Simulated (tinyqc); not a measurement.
# Density and mobility of a removed layer (differential Hall)

Problem. For layers in parallel the sheet conductance g = 1/Rs and the product g mu_H (mu_H signed, unit Hall factors) are additive. Find the sheet density and mobility of the layer that was removed, and its share of the conductance.

Constants: q = 1.602176634e-19 C. Results are converted to the units shown.

Rs before and after removing the top layer (ohm/square): 373.40766  3516.3431
apparent mobility before and after, signed (cm^2/(V s)): 339.66617  2500

Solution. The differences give g1 = q n mu and g1 mu = q n mu^2; their ratio is mu and g1^2/(q g1 mu) is n.

sheet density = 1.800e14 cm^-2
mobility = 83.00 cm^2/(V s)
share of the conductance = 89.38 %

Computed by the program tinyqc: `OMP_NUM_THREADS=1 python tinyqc.py 2850131 2850132 out.jsonl`, one thread of a shared Intel Xeon 2.30GHz, about 0.01 s for the whole run.
